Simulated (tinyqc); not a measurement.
# MOS structure on a p-type body with a doping step (retrograde), non-linear Poisson equation by Newton steps: effects of single changes

One dimension, insulator interface at x = 0, acceptor density N1 for x < x1 and Na beyond, net doping C = -(acceptor density). psi is counted from the intrinsic level: n = ni exp((psi - Vb)/Vt), p = ni exp(-psi/Vt); deep in the body psi_b = -Vt ln(Na/ni). The gate acts through Cox = eps0 eox/tox and has the potential psi_G = Vg - (phiM - chi - Vt ln(Nc/ni)). Boltzmann statistics, full ionisation, classical densities, no oxide or interface charge.

Inputs (values chosen for the exercise); band and dielectric values close to those of silicon: temperature T = 300 K; band gap Eg = 1.12 eV; relative permittivity eps_r = 11.5; conduction-band density of states at T Nc = 2.81e19 cm^-3; valence-band density of states at T Nv = 2.69e19 cm^-3; electron affinity chi = 4.11 eV; acceptor density deep in the body Na = 7.5e15 cm^-3; relative permittivity of the gate insulator (close to silicon nitride) eox = 7.37; insulator thickness tox = 15 nm; gate work function phiM = 4.4 eV; electron quasi-Fermi potential against the body Vb = 0 V; depth of the doping step x1 = 100 nm; acceptor density above the step N1 = 2.2e15 cm^-3.

Constants: q = 1.602176634e-19 C, kB = 1.380649e-23 J/K, Vt = kB T/q, eps0 = 8.8541878128e-14 F/cm where lengths are in cm. Results are converted to the units shown.

Each table varies one quantity; the others keep the values above.

## Charge and capacitance against gate voltage

ni = sqrt(Nc Nv) exp(-Eg/(2 Vt)), Eg in volts. The Poisson equation d/dx(eps0 eps_r dpsi/dx) = -q (p - n + C), with eps0 eps_r dpsi/dx = -Cox (psi_G - psi_0) at x = 0, is solved on a mesh of about 600 nodes or more. N_inv is the integral of n less its value deep in the body. C_LF = Cox (1 - dpsi_0/dVg) with all carriers following; C_HF is the same with the electron quasi-Fermi level shifting uniformly so that N_inv stays fixed. The centroid is that of the same excess.

Results:
```
Vg (V),psi_0 - psi_b (V),N_inv (cm^-2),C_LF/Cox,C_HF/Cox,centroid (nm)
-0.07,0.487,2.37e6,0.0742,0.0742,10.2
0.23,0.752,4.55e10,0.389,0.0614,7.32
0.38,0.811,2.87e11,0.747,0.0607,5.75
0.53,0.840,6.13e11,0.847,0.0607,4.65
0.68,0.859,9.67e11,0.891,0.0608,3.92
0.83,0.873,1.34e12,0.916,0.0609,3.41
0.98,0.885,1.71e12,0.932,0.0609,3.02
1.12,0.894,2.07e12,0.942,0.0609,2.74
```

Estimate the missing row, Vg = 0.08 V.

Computed row:
```
Vg (V),psi_0 - psi_b (V),N_inv (cm^-2),C_LF/Cox,C_HF/Cox,centroid (nm)
0.08,0.627,4.42e8,0.0714,0.0662,8.61
```

With this row back in the table: N_inv goes from 2.37e6 to 2.07e12 cm^-2 and passes 2e11 cm^-2 at Vg = 0.335 V. Below threshold it takes 66.1 mV a decade between Vg = -0.07 and 0.08 V, against Vt ln 10 = 59.5 mV. C_LF/Cox is lowest, 0.0714, at Vg = 0.08 V among the rows listed and ends at 0.942, while C_HF/Cox ends at 0.0609. Between the last two rows q dN_inv/dVg is 0.936 Cox. Above about 2e12 cm^-2 degeneracy matters too.

## Effect of the depth of the doping step on threshold, swing and body effect

VT is the Vg at which N_inv = 2e11 cm^-2. m = 1/(dpsi_0/dVg) at N_inv = 1e8 cm^-2; the swing is the Vg between N_inv = 1e8 and 1e9 cm^-2; body coefficient [VT(Vb + 0.05 V) - VT(Vb)]/0.05 V - 1.

Effect of the depth of the doping step on threshold, swing and body effect:
```
x1 (nm),VT (V),psi_0 - psi_b at VT (V),m - 1,swing (mV/decade),body coefficient
25,0.350,0.800,0.0768,65.8,0.0785
37,0.347,0.800,0.0766,65.8,0.0787
54,0.344,0.799,0.0763,65.9,0.0788
79,0.339,0.799,0.0755,65.9,0.0787
120,0.331,0.797,0.0735,65.9,0.0781
170,0.324,0.796,0.0704,65.8,0.0764
250,0.314,0.794,0.0643,65.5,0.0724
```

As x1 goes from 25 to 250, VT falls from 0.350 to 0.314 V, the swing goes from 65.8 through a maximum of 65.9 (at x1 = 79 and 120 among the rows listed) to 65.5 mV/decade and the body coefficient goes from 0.0785 through a maximum of 0.0788 (at x1 = 54 among the rows listed) to 0.0724. The swing stays within 3.4 % of m Vt ln 10, and the body coefficient within 0.0081 of m - 1.

tinyqc, about 0.3 s, one thread, Intel Xeon 2.30GHz (shared host): `OMP_NUM_THREADS=1 python tinyqc.py 2080071 2080072 out.jsonl`
